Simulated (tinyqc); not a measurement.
Inside a calculation. Method: plane-wave Kohn-Sham cycle with exchange-only LDA in a layered model solid. One step of it, computed by the program tinyqc.

Question. Iteration 1: levels at that k. Diagonalise the Hermitian matrix.

H (hartree):
```
,-3,-2,-1,+0,+1,+2,+3
-3,1.105866,-0.060000,-0.020000,0.000000,0.000000,0.000000,0.000000
-2,-0.060000,0.330021,-0.060000,-0.020000,0.000000,0.000000,0.000000
-1,-0.020000,-0.060000,-0.101003,-0.060000,-0.020000,0.000000,0.000000
+0,0.000000,-0.020000,-0.060000,-0.187208,-0.060000,-0.020000,0.000000
+1,0.000000,0.000000,-0.020000,-0.060000,0.071407,-0.060000,-0.020000
+2,0.000000,0.000000,0.000000,-0.020000,-0.060000,0.674841,-0.060000
+3,0.000000,0.000000,0.000000,0.000000,-0.020000,-0.060000,1.623096
```

Give: eigenvalues.

Answer.

eigenvalues (hartree): -0.2355  -0.0764  0.0794  0.3344  0.6775  1.1107  1.6270
